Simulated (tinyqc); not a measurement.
From results back to parameters: two-dimensional electron gas with Rashba and Dresselhaus coupling. Three cases, with inputs chosen for the exercise.

Problem. For pure Rashba coupling above the band crossing, k_outer - k_inner = al m/c with c = hbar^2/2m0, and each branch holds k^2/(4 pi) electrons per area. Beating of Shubnikov-de Haas oscillations gives the two densities; those below come from a hidden al (1e11/cm^2 = 1e-5/angstrom^2).

Constants: hbar^2/2m0 = 3.80998211 eV angstrom^2.

Case 1.

Values chosen (out of a larger set: of the size met in InSb; not measured data): m = 0.0135 m0 (mass).

densities (1e11/cm^2): outer 4.290607, inner 3.709393

Case 2.

Values chosen (out of a larger set: of the size met in InSb; not measured data): m = 0.013 m0 (mass).

densities (1e11/cm^2): outer 5.118028, inner 4.581972

Case 3.

Values chosen (out of a larger set: of the size met in GaAs; not measured data): m = 0.0695 m0 (mass).

densities (1e11/cm^2): outer 3.626645, inner 3.473355

Find: k_outer, k_inner; al.

Solution. k = sqrt(4 pi n) for each branch, and al = c (k_outer - k_inner)/m.

Case 1.

k_outer, k_inner (1/angstrom): 0.02322  0.02159

al = 0.460 eV angstrom

Case 2.

k_outer, k_inner (1/angstrom): 0.02536  0.02400

al = 0.400 eV angstrom

Case 3.

k_outer, k_inner (1/angstrom): 0.02135  0.02089

al = 0.0250 eV angstrom

Computed by tinyqc, one run a case: `OMP_NUM_THREADS=1 python tinyqc.py N N+1 out.jsonl` with N = 1482160, 1482179, 1482192; one thread of a shared Intel(R) Xeon(R) Processor @ 2.30GHz, about 0.01 s a run at most.
